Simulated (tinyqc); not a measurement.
Classical nucleation, growth and JMAK kinetics of crystallisation from a melt or glass: one step, computed by the program tinyqc.

A spherical nucleus with a sharp interface of isotropic energy gamma; lambda = Omega^(1/3) is the jump distance.

Question. Critical nucleus. Driving force per volume: dG = H (T_m - T)/T_m. Shape factor f = 1. W(r) = f [4 pi r^2 gamma - (4/3) pi r^3 dG]; r* = 2 gamma/dG; W* = f 16 pi gamma^3/(3 dG^2); n* = f (4/3) pi r*^3/Omega.

Inputs (values chosen for the exercise, for a model substance):

| quantity | value | unit |
|---|---|---|
| melting point T_m | 970 | K |
| heat of melting per volume H | 1770 | J/cm^3 |
| interface energy gamma | 0.183 | J/m^2 |
| atomic volume Omega | 22.3 | angstrom^3 |
| temperature T | 585 | K |

Nucleation: homogeneous. Driving force: Turnbull (linear).

Constants: e = 1.602176634e-19 C; k_B = 1.380649e-23 J/K.

Give: driving force dG; shape factor f; critical radius r*; barrier W*; atoms in the nucleus n*; W*/(k_B T).

Answer.

driving force dG = 702.53 J/cm^3

shape factor f = 1

critical radius r* = 0.52098 nm

barrier W* = 1.2986 eV

atoms in the nucleus n* = 26.561

W*/(k_B T) = 25.760

W* equals n* Omega dG/2 = 1.299 eV.
